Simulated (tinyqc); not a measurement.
Concentration-dependent dopant diffusion with charged defects and the built-in field: one step, computed by the program tinyqc.

A constant source C_s feeds a half space. The dopant moves through neutral point defects and through charged ones, whose number grows with the majority carrier density n.

Problem. Intrinsic density and partial diffusivities. n_i = 3.87e16 T^1.5 exp(-7014/T) per cm^3 (T in kelvin, an empirical form); each D = prefactor x exp(-E/(k_B T)); the intrinsic diffusivity D_i is their sum. Temperatures in kelvin are T(C) + 273.15.

Inputs (values chosen for the exercise, modelled on arsenic in silicon):
```
quantity                        value    unit
neutral prefactor D0x         0.00966  cm^2/s
neutral activation energy E0     3.45      eV
singly charged prefactor D01     33.9  cm^2/s
activation energy E1             4.16      eV
temperature T                     950       C
```

Field enhancement: on.

Constants: k_B = 8.617333262e-05 eV/K.

Give: n_i; partial diffusivities; intrinsic diffusivity D_i.

Solution.

n_i = 5.3521e+18 1/cm^3

partial diffusivities (cm^2/s): Dx 5.8864e-17, D1 2.4527e-16

intrinsic diffusivity D_i = 3.0413e-16 cm^2/s
